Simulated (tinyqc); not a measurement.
## Gate sheet resistance from two finger widths

Question. At low frequency R = Rsh Wf/(3 L) + B/Wf, where B collects the channel and vertical terms. Find Rsh, B and the width of lowest R.

Values chosen for this exercise:

| symbol | value | unit | meaning |
|---|---|---|---|
| L | 1.4 | um | channel length |

input resistance of single fingers, contacted at one end, of width 1.5 and 4.5 um (ohm): 31.357143  24.738095

Answer. R Wf is a straight line in Wf^2; the minimum of R lies where both terms are equal.

Rsh = 15.00 ohm/square
B = 39.00 ohm um
width of lowest R = 3.305 um

Program tinyqc, `OMP_NUM_THREADS=1 python tinyqc.py 2262212 2262213 out.jsonl`; Intel Xeon 2.30GHz, shared host, one thread, about 0.01 s.
